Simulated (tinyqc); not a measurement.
Worked calculation: one-electron ion in a basis of Gaussians. One step of it, computed by the program tinyqc.

Task: Matrices over normalised Gaussians. With p = a_i + a_j and I(k) = Gamma((k+1)/2) / (2 p^((k+1)/2)): S = I(2l+2), T = (2l+3) a_i a_j S / p, V = -Z I(2l+1), each divided by sqrt(S_ii S_jj).

exponents of r^l exp(-a r^2) (1/bohr^2): 2.252000  5.739000  14.620000  37.260000  94.940000

Z = 4

l = 0

Give: S; T; V.

Result:

S:
```
,1,2,3,4,5
1,1.0000,0.8535,0.5610,0.3157,0.1650
2,0.8535,1.0000,0.8536,0.5609,0.3158
3,0.5610,0.8536,1.0000,0.8535,0.5609
4,0.3157,0.5609,0.8535,1.0000,0.8535
5,0.1650,0.3158,0.5609,0.8535,1.0000
```

T (hartree):
```
,1,2,3,4,5
1,3.3780,4.1412,3.2840,2.0115,1.0892
2,4.1412,8.6085,10.5535,8.3687,5.1265
3,3.2840,10.5535,21.9300,26.8843,21.3172
4,2.0115,8.3687,26.8843,55.8900,68.5171
5,1.0892,5.1265,21.3172,68.5171,142.4100
```

V (hartree):
```
,1,2,3,4,5
1,-9.5789,-10.8896,-10.3999,-8.9576,-7.3442
2,-10.8896,-15.2914,-17.3837,-16.6020,-14.3000
3,-10.3999,-17.3837,-24.4064,-27.7462,-26.4975
4,-8.9576,-16.6020,-27.7462,-38.9629,-44.2943
5,-7.3442,-14.3000,-26.4975,-44.2943,-62.1949
```
